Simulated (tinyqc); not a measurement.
Raman shift of the zone-centre optical phonon of a diamond-structure crystal under stress: one step, computed by the program tinyqc. Command: `OMP_NUM_THREADS=1 python tinyqc.py 3012833 3012834 out.jsonl ramanstress walk`. One thread of a shared host (Intel(R) Xeon(R) Processor @ 2.30GHz), about 0.01 s of CPU time with the checks.

Axes x, y, z are the cube axes. Strain shifts the threefold optical mode and can split it; p, q and r are the phonon deformation potentials.

Question. Mean shift and Grueneisen parameter. gamma = -(p + 2q)/(6 omega_0^2); the mean of the three shifts is -gamma omega_0 x (volume strain).

Inputs (values chosen for the exercise, modelled on silicon): unstrained frequency omega_0 = 521.5 1/cm; p/omega_0^2 = -1.8; q/omega_0^2 = -2.43.

Stress state: uniaxial. Axis: [110].

volume strain = -0.7404416 per mille

Give: mode Grueneisen parameter gamma; mean shift.

Answer.

mode Grueneisen parameter gamma = 1.11

mean shift = 0.4286 1/cm
